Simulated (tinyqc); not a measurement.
Inside a calculation (part 1 of 2). Method: CCSD on RHF in the sto-3g basis, for H6, spin multiplicity 1. Computed by tinyqc, a small Python program that keeps every step (integrals from PySCF). Settings: charge = 0, multiplicity = 1, basis = sto-3g, method = RHF, energy threshold = 1e-10, iteration cap = 76, orthogonalisation = symmetric, start = atomic densities, DIIS depth = 6, amplitude equations = CCSD, DIIS depth for amplitudes = 4, cap on updates = 87. Command: `OMP_NUM_THREADS=1 python tinyqc.py 25452 25453 out.jsonl` (the two numbers bound the seeds that draw the settings). One thread of a shared host (Intel(R) Xeon(R) Processor @ 2.60GHz), about 0.2 s of CPU time with the checks. The early iterations of the SCF are left out here.

## One-electron integrals

Geometry (angstrom):
```
atom         x         y         z
H     0.000000  0.000000  0.000000
H     0.000000  0.000000  0.897000
H     0.000000  0.000000  2.259000
H     0.000000  0.000000  3.156000
H     0.000000  0.000000  4.518000
H     0.000000  0.000000  5.415000
```

Basis sto-3g: exponents (1/bohr^2) and contraction coefficients of normalised primitives:
```
element  l (shell)  exponent  coefficient
H            s (1)  3.425251     0.154329
H            s (1)  0.623914     0.535328
H            s (1)  0.168855     0.444635
```

Overlap, kinetic and nuclear-attraction integrals over the contracted functions; the nuclear repulsion is the sum of Za Zb / Rab.

nuclear repulsion = 4.29735907 hartree

overlap S:
```
          1H 1s     2H 1s     3H 1s     4H 1s     5H 1s     6H 1s
1H 1s  1.000000  0.559059  0.076749  0.013065  0.000442  0.000029
2H 1s  0.559059  1.000000  0.311643  0.076749  0.004515  0.000442
3H 1s  0.076749  0.311643  1.000000  0.559059  0.076749  0.013065
4H 1s  0.013065  0.076749  0.559059  1.000000  0.311643  0.076749
5H 1s  0.000442  0.004515  0.076749  0.311643  1.000000  0.559059
6H 1s  0.000029  0.000442  0.013065  0.076749  0.559059  1.000000
```

kinetic energy T (hartree):
```
           1H 1s      2H 1s      3H 1s      4H 1s      5H 1s      6H 1s
1H 1s   0.760032   0.154059  -0.011474  -0.005363  -0.000379  -0.000037
2H 1s   0.154059   0.760032   0.024546  -0.011474  -0.002491  -0.000379
3H 1s  -0.011474   0.024546   0.760032   0.154059  -0.011474  -0.005363
4H 1s  -0.005363  -0.011474   0.154059   0.760032   0.024546  -0.011474
5H 1s  -0.000379  -0.002491  -0.011474   0.024546   0.760032   0.154059
6H 1s  -0.000037  -0.000379  -0.005363  -0.011474   0.154059   0.760032
```

nuclear attraction V (hartree):
```
           1H 1s      2H 1s      3H 1s      4H 1s      5H 1s      6H 1s
1H 1s  -2.406151  -1.346753  -0.172165  -0.028841  -0.000962  -0.000063
2H 1s  -1.346753  -2.672612  -0.741741  -0.179452  -0.010036  -0.000962
3H 1s  -0.172165  -0.741741  -2.811250  -1.489269  -0.179452  -0.028841
4H 1s  -0.028841  -0.179452  -1.489269  -2.811250  -0.741741  -0.172165
5H 1s  -0.000962  -0.010036  -0.179452  -0.741741  -2.672612  -1.346753
6H 1s  -0.000063  -0.000962  -0.028841  -0.172165  -1.346753  -2.406151
```

core Hamiltonian H = T + V (hartree):
```
           1H 1s      2H 1s      3H 1s      4H 1s      5H 1s      6H 1s
1H 1s  -1.646119  -1.192694  -0.183640  -0.034205  -0.001341  -0.000100
2H 1s  -1.192694  -1.912580  -0.717195  -0.190927  -0.012527  -0.001341
3H 1s  -0.183640  -0.717195  -2.051218  -1.335210  -0.190927  -0.034205
4H 1s  -0.034205  -0.190927  -1.335210  -2.051218  -0.717195  -0.183640
5H 1s  -0.001341  -0.012527  -0.190927  -0.717195  -1.912580  -1.192694
6H 1s  -0.000100  -0.001341  -0.034205  -0.183640  -1.192694  -1.646119
```

## Two-electron integrals

Functions are numbered as in S; the eight-fold symmetry (ij|kl) = (ji|kl) = (kl|ij) leaves the list below.

Two-electron integrals (ij|kl) in chemists' order, unique and non-zero (hartree):
```
(11|11) 0.774606   (21|11) 0.359444   (21|21) 0.205432   (22|11) 0.512839
(22|21) 0.359444   (22|22) 0.774606   (31|11) 0.033612   (31|21) 0.021573
(31|22) 0.043625   (31|31) 0.002924   (32|11) 0.105058   (32|21) 0.075595
(32|22) 0.173923   (32|31) 0.012243   (32|32) 0.056892   (33|11) 0.233959
(33|21) 0.163753   (33|22) 0.376401   (33|31) 0.033612   (33|32) 0.173923
(33|33) 0.774606   (41|11) 0.004480   (41|21) 0.003028   (41|22) 0.006473
(41|31) 0.000462   (41|32) 0.002062   (41|33) 0.006473   (41|41) 0.000078
(42|11) 0.020870   (42|21) 0.014759   (42|22) 0.033612   (42|31) 0.002559
(42|32) 0.012243   (42|33) 0.043625   (42|41) 0.000462   (42|42) 0.002924
(43|11) 0.109828   (43|21) 0.074177   (43|22) 0.163753   (43|31) 0.014759
(43|32) 0.075595   (43|33) 0.359444   (43|41) 0.003028   (43|42) 0.021573
(43|43) 0.205432   (44|11) 0.167669   (44|21) 0.109828   (44|22) 0.233959
(44|31) 0.020870   (44|32) 0.105058   (44|33) 0.512839   (44|41) 0.004480
(44|42) 0.033612   (44|43) 0.359444   (44|44) 0.774606   (51|11) 0.000105
(51|21) 0.000072   (51|22) 0.000161   (51|31) 0.000013   (51|32) 0.000063
(51|33) 0.000242   (51|41) 2.45e-06   (51|42) 0.000016   (51|43) 0.000124
(51|44) 0.000198   (51|51) 8.89e-08   (52|11) 0.000907   (52|21) 0.000615
(52|22) 0.001358   (52|31) 0.000114   (52|32) 0.000564   (52|33) 0.002333
(52|41) 0.000022   (52|42) 0.000152   (52|43) 0.001314   (52|44) 0.002333
(52|51) 8.75e-07   (52|52) 0.000009   (53|11) 0.012203   (53|21) 0.007949
(53|22) 0.016833   (53|31) 0.001479   (53|32) 0.007323   (53|33) 0.033612
(53|41) 0.000305   (53|42) 0.002188   (53|43) 0.021573   (53|44) 0.043625
(53|51) 0.000013   (53|52) 0.000152   (53|53) 0.002924   (54|11) 0.043246
(54|21) 0.027523   (54|22) 0.056680   (54|31) 0.004872   (54|32) 0.023484
(54|33) 0.105058   (54|41) 0.001006   (54|42) 0.007323   (54|43) 0.075595
(54|44) 0.173923   (54|51) 0.000045   (54|52) 0.000564   (54|53) 0.012243
(54|54) 0.056892   (55|11) 0.117126   (55|21) 0.072871   (55|22) 0.146141
(55|31) 0.012203   (55|32) 0.056680   (55|33) 0.233959   (55|41) 0.002416
(55|42) 0.016833   (55|43) 0.163753   (55|44) 0.376401   (55|51) 0.000105
(55|52) 0.001358   (55|53) 0.033612   (55|54) 0.173923   (55|55) 0.774606
(61|11) 0.000006   (61|21) 3.81e-06   (61|22) 0.000008   (61|31) 7.17e-07
(61|32) 3.55e-06   (61|33) 0.000015   (61|41) 1.42e-07   (61|42) 9.73e-07
(61|43) 0.000009   (61|44) 0.000015   (61|51) 5.64e-09   (61|52) 5.94e-08
(61|53) 9.73e-07   (61|54) 3.55e-06   (61|55) 0.000008   (62|11) 0.000075
(62|21) 0.000049   (62|22) 0.000105   (62|31) 0.000009   (62|32) 0.000045
(62|33) 0.000198   (62|41) 1.85e-06   (62|42) 0.000013   (62|43) 0.000124
(62|44) 0.000242   (62|51) 7.76e-08   (62|52) 8.75e-07   (62|53) 0.000016
(62|54) 0.000063   (62|55) 0.000161   (62|61) 5.64e-09   (62|62) 8.89e-08
(63|11) 0.001830   (63|21) 0.001168   (63|22) 0.002416   (63|31) 0.000208
(63|32) 0.001006   (63|33) 0.004480   (63|41) 0.000043   (63|42) 0.000305
(63|43) 0.003028   (63|44) 0.006473   (63|51) 1.85e-06   (63|52) 0.000022
(63|53) 0.000462   (63|54) 0.002062   (63|55) 0.006473   (63|61) 1.42e-07
(63|62) 2.45e-06   (63|63) 0.000078   (64|11) 0.009583   (64|21) 0.006018
(64|22) 0.012203   (64|31) 0.001032   (64|32) 0.004872   (64|33) 0.020870
(64|41) 0.000208   (64|42) 0.001479   (64|43) 0.014759   (64|44) 0.033612
(64|51) 0.000009   (64|52) 0.000114   (64|53) 0.002559   (64|54) 0.012243
(64|55) 0.043625   (64|61) 7.17e-07   (64|62) 0.000013   (64|63) 0.000462
(64|64) 0.002924   (65|11) 0.059663   (65|21) 0.036750   (65|22) 0.072871
(65|31) 0.006018   (65|32) 0.027523   (65|33) 0.109828   (65|41) 0.001168
(65|42) 0.007949   (65|43) 0.074177   (65|44) 0.163753   (65|51) 0.000049
(65|52) 0.000615   (65|53) 0.014759   (65|54) 0.075595   (65|55) 0.359444
(65|61) 3.81e-06   (65|62) 0.000072   (65|63) 0.003028   (65|64) 0.021573
(65|65) 0.205432   (66|11) 0.097724   (66|21) 0.059663   (66|22) 0.117126
(66|31) 0.009583   (66|32) 0.043246   (66|33) 0.167669   (66|41) 0.001830
(66|42) 0.012203   (66|43) 0.109828   (66|44) 0.233959   (66|51) 0.000075
(66|52) 0.000907   (66|53) 0.020870   (66|54) 0.105058   (66|55) 0.512839
(66|61) 0.000006   (66|62) 0.000105   (66|63) 0.004480   (66|64) 0.033612
(66|65) 0.359444   (66|66) 0.774606
```

## Orthogonalisation

S = U s U^T; symmetric (Loewdin) form X = U s^(-1/2) U^T, so that X^T S X = 1.

eigenvalues of S: 0.299690  0.400959  0.541402  1.248335  1.595305  1.914309

X:
```
           1H 1s      2H 1s      3H 1s      4H 1s      5H 1s      6H 1s
1H 1s   1.158345  -0.368337   0.047645  -0.011731   0.001291  -0.000322
2H 1s  -0.368337   1.211807  -0.216000   0.049383  -0.005050   0.001291
3H 1s   0.047645  -0.216000   1.217104  -0.384855   0.049383  -0.011731
4H 1s  -0.011731   0.049383  -0.384855   1.217104  -0.216000   0.047645
5H 1s   0.001291  -0.005050   0.049383  -0.216000   1.211807  -0.368337
6H 1s  -0.000322   0.001291  -0.011731   0.047645  -0.368337   1.158345
```

## Iteration 8 (converged): orbitals

converged F (hartree):
```
           1H 1s      2H 1s      3H 1s      4H 1s      5H 1s      6H 1s
1H 1s  -0.289479  -0.524117  -0.099546  -0.008325   0.000794  -0.002497
2H 1s  -0.524117  -0.325208  -0.247235  -0.099205  -0.007973   0.000794
3H 1s  -0.099546  -0.247235  -0.328292  -0.527758  -0.099205  -0.008325
4H 1s  -0.008325  -0.099205  -0.527758  -0.328292  -0.247235  -0.099546
5H 1s   0.000794  -0.007973  -0.099205  -0.247235  -0.325208  -0.524117
6H 1s  -0.002497   0.000794  -0.008325  -0.099546  -0.524117  -0.289479
```

Diagonalise F' = X^T F X, C = X C', fill 3 alpha and 3 beta electrons from the bottom; D = 2 C_occ C_occ^T. Each column has its largest component positive (the first on a tie).

F' = X^T F X (hartree):
```
           1          2          3          4          5          6
1   0.011572  -0.541751   0.057473  -0.003907   0.002766  -0.004073
2  -0.541751   0.048210  -0.249052   0.059955  -0.006791   0.002766
3   0.057473  -0.249052   0.053459  -0.560125   0.059955  -0.003907
4  -0.003907   0.059955  -0.560125   0.053459  -0.249052   0.057473
5   0.002766  -0.006791   0.059955  -0.249052   0.048210  -0.541751
6  -0.004073   0.002766  -0.003907   0.057473  -0.541751   0.011572
```

orbital energies (hartree): MO1 -0.616938, MO2 -0.536245, MO3 -0.432002, MO4 0.346685, MO5 0.591192, MO6 0.873790

coefficients C:
```
            MO1        MO2        MO3        MO4        MO5        MO6
1H 1s  0.210111   0.381757  -0.372485  -0.588771  -0.745402   0.498939
2H 1s  0.271788   0.404388  -0.289219   0.419329   0.807376  -0.710303
3H 1s  0.378639   0.070453   0.424019   0.633352  -0.194125   0.956042
4H 1s  0.378639  -0.070453   0.424019  -0.633352  -0.194125  -0.956042
5H 1s  0.271788  -0.404388  -0.289219  -0.419329   0.807376   0.710303
6H 1s  0.210111  -0.381757  -0.372485   0.588771  -0.745402  -0.498939
```

D after iteration 8:
```
           1H 1s      2H 1s      3H 1s      4H 1s      5H 1s      6H 1s
1H 1s   0.657259   0.638427  -0.102977  -0.210561   0.020916   0.074307
2H 1s   0.638427   0.642093   0.017531  -0.096431  -0.012025   0.020916
3H 1s  -0.102977   0.017531   0.656248   0.636393  -0.096431  -0.210561
4H 1s  -0.210561  -0.096431   0.636393   0.656248   0.017531  -0.102977
5H 1s   0.020916  -0.012025  -0.096431   0.017531   0.642093   0.638427
6H 1s   0.074307   0.020916  -0.210561  -0.102977   0.638427   0.657259
```

## Convergence

Stop when the energy changes by less than 1e-10 hartree and every element of the error matrix X^T (F D S - S D F) X is below 3e-06.

Course of the cycle:
```
iteration  E (hartree)     change  largest element of the error matrix
1          -2.34220693          -                             2.51e-02
2          -3.24813631  -9.06e-01                             3.96e-02
3          -3.24675796   1.38e-03                             4.51e-02
4          -3.25247604  -5.72e-03                             4.91e-03
5          -3.25253603  -6.00e-05                             9.40e-04
6          -3.25253842  -2.39e-06                             3.21e-05
7          -3.25253842  -2.74e-09                             1.15e-06
8          -3.25253842  -3.58e-12                             1.88e-09
```

PySCF RHF in the same basis = -3.25253842 hartree

Converged in 8 iterations.

## Integrals over molecular orbitals

(pq|rs) = sum C_ip C_jq C_kr C_ls (ij|kl), one index at a time.

one-electron integrals over orbitals h = C^T H C (hartree):
```
           1          2          3          4          5          6
1  -2.116658   0.000000  -0.127958   0.000000  -0.071367   0.000000
2   0.000000  -1.920038   0.000000  -0.143008   0.000000   0.059552
3  -0.127958   0.000000  -1.928017   0.000000   0.128201   0.000000
4   0.000000  -0.143008   0.000000  -1.543466   0.000000  -0.137801
5  -0.071367   0.000000   0.128201   0.000000  -1.276763   0.000000
6   0.000000   0.059552   0.000000  -0.137801   0.000000  -1.212435
```

Two-electron integrals over orbitals (pq|rs), unique and non-zero (hartree):
```
(11|11) 0.394219    (21|21) 0.127153    (22|11) 0.310445    (22|22) 0.377743
(31|11) 0.079280    (31|22) -0.061830   (31|31) 0.132831    (32|21) -0.125652
(32|32) 0.141830    (33|11) 0.372297    (33|22) 0.327071    (33|31) 0.046686
(33|33) 0.371940    (41|21) 0.032391    (41|32) 0.003030    (41|41) 0.080863
(42|11) 0.049347    (42|22) -0.005507   (42|31) 0.045710    (42|33) 0.014465
(42|42) 0.067030    (43|21) 0.055109    (43|32) -0.053283   (43|41) 0.016575
(43|43) 0.072821    (44|11) 0.369371    (44|22) 0.325210    (44|31) 0.042941
(44|33) 0.360852    (44|42) 0.021388    (44|44) 0.373475    (51|11) 0.008794
(51|22) 0.023968    (51|31) -0.019777   (51|33) -0.008285   (51|42) 0.040991
(51|44) -0.000725   (51|51) 0.047667    (52|21) 0.018182    (52|32) 0.005741
(52|41) 0.055600    (52|43) -0.040298   (52|52) 0.090648    (53|11) -0.057283
(53|22) -0.000374   (53|31) -0.049389   (53|33) -0.026923   (53|42) -0.064662
(53|44) -0.022788   (53|51) -0.037337   (53|53) 0.068693    (54|21) 0.124803
(54|32) -0.135880   (54|41) 0.003706    (54|43) 0.054626    (54|52) -0.004450
(54|54) 0.144929    (55|11) 0.321818    (55|22) 0.379869    (55|31) -0.053269
(55|33) 0.335794    (55|42) -0.001701   (55|44) 0.343483    (55|51) 0.024497
(55|53) -0.001989   (55|55) 0.401619    (61|21) 0.001983    (61|32) 0.011685
(61|41) 0.029010    (61|43) 0.054104    (61|52) -0.033116   (61|54) -0.009252
(61|61) 0.067424    (62|11) -0.014839   (62|22) -0.029090   (62|31) 0.017442
(62|33) -0.001766   (62|42) -0.038766   (62|44) 0.000253    (62|51) -0.044830
(62|53) 0.040582    (62|55) -0.028264   (62|62) 0.046724    (63|21) 0.036494
(63|32) -0.004732   (63|41) 0.078721    (63|43) 0.018795    (63|52) 0.056051
(63|54) 0.003767    (63|61) 0.028982    (63|63) 0.083708    (64|11) 0.080750
(64|22) -0.054993   (64|31) 0.127439    (64|33) 0.047663    (64|42) 0.047761
(64|44) 0.047583    (64|51) -0.016875   (64|53) -0.050200   (64|55) -0.056747
(64|62) 0.016395    (64|64) 0.136548    (65|21) -0.129711   (65|32) 0.129055
(65|41) -0.034163   (65|43) -0.058419   (65|52) -0.019127   (65|54) -0.134554
(65|61) -0.003300   (65|63) -0.040379   (65|65) 0.144254    (66|11) 0.417559
(66|22) 0.328660    (66|31) 0.085018    (66|33) 0.395822    (66|42) 0.054899
(66|44) 0.401226    (66|51) 0.010654    (66|53) -0.063913   (66|55) 0.349815
(66|62) -0.017174   (66|64) 0.092543    (66|66) 0.464381
```

## CCSD: starting amplitudes

t_ij^ab = <ij||ab> / (e_i + e_j - e_a - e_b), whose energy is MP2.

Starting amplitudes (spin orbitals 1a, 1b, ...; amplitudes related by a flip of all spins are not repeated; the 24 largest):
```
from      to          t
3a 3b  4a 4b  -0.046759
1a 1b  4a 4b  -0.041958
2a 2b  5a 5b  -0.040201
2a 2b  4a 4b  -0.037959
1a 3b  4a 6b  -0.034688
2a 3b  4a 5b   0.033923
3a 3b  5a 5b  -0.033568
3a 3b  6a 6b  -0.032053
1a 2b  4a 5b  -0.026589
1a 3b  4b 6a   0.023841
2a 3b  5a 6b  -0.023036
1a 1b  6a 6b  -0.022614
2a 3b  4b 5a  -0.021141
1a 1b  5a 5b  -0.019727
1a 2b  4b 5a   0.019603
1a 2b  5a 6b   0.017123
2a 2b  4a 6b   0.016907
1a 3b  5a 5b   0.016733
2a 3b  5b 6a   0.016678
2a 2b  6a 6b  -0.016569
2a 3a  4a 5a   0.012782
1a 2b  5b 6a  -0.012649
1a 1b  4a 6b  -0.011820
1a 3a  4a 6a  -0.010847
```

correlation energy = -0.05238323 hartree

## CCSD: amplitude update 1

t_i^a D_i^a and t_ij^ab D_ij^ab are set to the remaining terms of the spin-orbital equations, evaluated with the old amplitudes; for the doubles these are <ij||ab> + 1/2 <ab||ef> t_ij^ef + 1/2 <mn||ij> t_mn^ab + P(ij)P(ab) <mb||ej> t_im^ae + terms in t^2 + terms with t1, D the orbital-energy denominators.

Amplitudes after update 1 (spin orbitals 1a, 1b, ...; amplitudes related by a flip of all spins are not repeated; the 24 largest):
```
from      to          t
3a 3b  4a 4b  -0.068082
2a 2b  5a 5b  -0.055380
1a 1b  4a 4b  -0.053642
2a 2b  4a 4b  -0.049615
1a 3b  4a 6b  -0.048446
2a 3b  4a 5b   0.047861
3a 3b  5a 5b  -0.042676
3a 3b  6a 6b  -0.038888
1a 3b  4b 6a   0.035668
1a 2b  4a 5b  -0.035039
2a 3b  4b 5a  -0.033055
1a 1b  6a 6b  -0.030377
2a 3b  5a 6b  -0.029464
1a 2b  4b 5a   0.027010
2a 2b  4a 6b   0.025563
1a 3b  5a 5b   0.025450
1a 1b  5a 5b  -0.025130
1a 2b  5a 6b   0.023849
2a 3b  5b 6a   0.022279
2a 2b  6a 6b  -0.020478
1a 2b  5b 6a  -0.018387
1a 1b  4a 6b  -0.016136
2a 3a  4a 5a   0.014806
1a 3b  6a 6b  -0.013784
```

correlation energy = -0.07139645 hartree

## CCSD: amplitude update 2

As before.

Amplitudes after update 2 (spin orbitals 1a, 1b, ...; amplitudes related by a flip of all spins are not repeated; the 24 largest):
```
from      to          t
3a 3b  4a 4b  -0.078798
2a 2b  5a 5b  -0.061434
1a 1b  4a 4b  -0.057478
2a 2b  4a 4b  -0.054223
2a 3b  4a 5b   0.053325
1a 3b  4a 6b  -0.053244
3a 3b  5a 5b  -0.046050
3a 3b  6a 6b  -0.040783
1a 3b  4b 6a   0.039994
2a 3b  4b 5a  -0.038395
1a 2b  4a 5b  -0.037705
1a 1b  6a 6b  -0.033905
2a 3b  5a 6b  -0.031315
1a 2b  4b 5a   0.029505
2a 2b  4a 6b   0.028620
1a 3b  5a 5b   0.028531
1a 1b  5a 5b  -0.027470
1a 2b  5a 6b   0.026580
2a 3b  5b 6a   0.024023
2a 2b  6a 6b  -0.022087
1a 2b  5b 6a  -0.020847
1a 1b  4a 6b  -0.017630
2a 3a  4a 5a   0.014931
1a 3b  6a 6b  -0.014886
```

correlation energy = -0.07853077 hartree

## CCSD: amplitude update 3

t_i^a D_i^a and t_ij^ab D_ij^ab are set to the remaining terms of the spin-orbital equations, evaluated with the old amplitudes; for the doubles these are <ij||ab> + 1/2 <ab||ef> t_ij^ef + 1/2 <mn||ij> t_mn^ab + P(ij)P(ab) <mb||ej> t_im^ae + terms in t^2 + terms with t1, D the orbital-energy denominators. DIIS then mixes the stored amplitudes.

DIIS coefficients: -0.650335  1.650335

Amplitudes after update 3 (spin orbitals 1a, 1b, ...; amplitudes related by a flip of all spins are not repeated; the 24 largest):
```
from      to          t
3a 3b  4a 4b  -0.086764
2a 2b  5a 5b  -0.065336
1a 1b  4a 4b  -0.059048
2a 3b  4a 5b   0.057071
2a 2b  4a 4b  -0.056837
1a 3b  4a 6b  -0.056418
3a 3b  5a 5b  -0.047827
1a 3b  4b 6a   0.042769
2a 3b  4b 5a  -0.042232
3a 3b  6a 6b  -0.041333
1a 2b  4a 5b  -0.039162
1a 1b  6a 6b  -0.036324
2a 3b  5a 6b  -0.032257
1a 2b  4b 5a   0.030864
2a 2b  4a 6b   0.030540
1a 3b  5a 5b   0.030462
1a 1b  5a 5b  -0.028823
1a 2b  5a 6b   0.028503
2a 3b  5b 6a   0.024916
2a 2b  6a 6b  -0.022932
1a 2b  5b 6a  -0.022579
1a 1b  4a 6b  -0.018530
1a 3b  4a 4b  -0.015573
1a 3b  6a 6b  -0.015520
```

correlation energy = -0.08300096 hartree
